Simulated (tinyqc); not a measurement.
p-type polysilicon, carrier trapping at grain boundaries: two steps of the calculation.

One-dimensional grains of size Lg, uniform ionised doping N, monovalent traps Qt at each boundary at a depth Et below (for electrons) or above (for holes) the band edge there, abrupt depletion of width W on each side of a boundary, Boltzmann statistics. xi is the distance from the band edge at the grain centre to the Fermi level. Trapped charge Qt/(1 + exp((xi + VB - Et)/Vt)) = 2 N W, barrier VB = q N W^2/(2 eps0 eps_r).

Parameters, values chosen for the exercise; values of the order met in polycrystalline silicon:
- T = 300 K (temperature)
- eps_r = 11.7 (relative permittivity)
- NB = 2.65e19 cm^-3 (valence-band density of states at T)
- Lg = 260 nm (grain size)
- Qt = 5.7e11 cm^-2 (trap density of a grain boundary)
- Et = 0.32 eV (depth of the trap level from the majority band edge at the boundary)
- ms = 0.31 m0 (mass for thermionic emission)
- fe = 0.12 (correction factor of the emission rate)
- mug = 210 cm^2/(V s) (mobility inside the grains)
- N = 9.6e16 cm^-3 (doping)

Constants: q = 1.602176634e-19 C, kB = 1.380649e-23 J/K, m0 = 9.1093837015e-31 kg, Vt = kB T/q, eps0 = 8.8541878128e-14 F/cm where lengths are in cm. Results are converted to the units shown.

Problem 1. Depletion width, Fermi level and barrier. If the trap equation with xi = Vt ln(NB/N) has a root W < Lg/2, the grain is partly depleted; otherwise W = Lg/2 and the trap equation gives xi = Et - VB + Vt ln(Qt/(N Lg) - 1). N* = Qt/Lg.

Find: N*; W; xi; VB; share of traps filled.

Solution 1.

N* = 2.192e16 cm^-3
W = 29.29 nm
xi = 0.1453 V
VB = 0.06368 V
share of traps filled = 0.9865

N is 4.38 N*, and the grain is partly depleted; VB = 2.46 Vt.

Problem 2. Resistivity and effective mobility. n0 = NB exp(-xi/Vt); mean density n0 (1 - 2 W/Lg) by charge balance in a partly depleted grain, and n0 (sqrt(pi)/2) erf(u)/u with u = sqrt(VB/Vt) in a fully depleted one; v = sqrt(kB T/(2 pi ms m0)); barrier resistivity Vt exp(VB/Vt)/(q fe n0 v Lg); grain resistivity (1 - 2 W/Lg)/(q n0 mug); effective mobility 1/(q mean density total resistivity).

W = 29.287877 nm
xi = 0.14530250 V
VB = 0.063678498 V

Find: n0; mean density; v; barrier resistivity; grain resistivity; resistivity; effective mobility.

Solution 2.

n0 = 9.600e16 cm^-3
mean density = 7.437e16 cm^-3
v = 4.832e6 cm/s
barrier resistivity = 1.309 ohm cm
grain resistivity = 0.2398 ohm cm
resistivity = 1.549 ohm cm
effective mobility = 54.18 cm^2/(V s)

The resistivity is 5.00 times that of a single crystal with the same N and mobility mug, and the mean density is 77.5 % of N.

Program tinyqc, `OMP_NUM_THREADS=1 python tinyqc.py 2830121 2830122 out.jsonl`; Intel Xeon 2.30GHz, shared host, one thread, about 0.01 s.
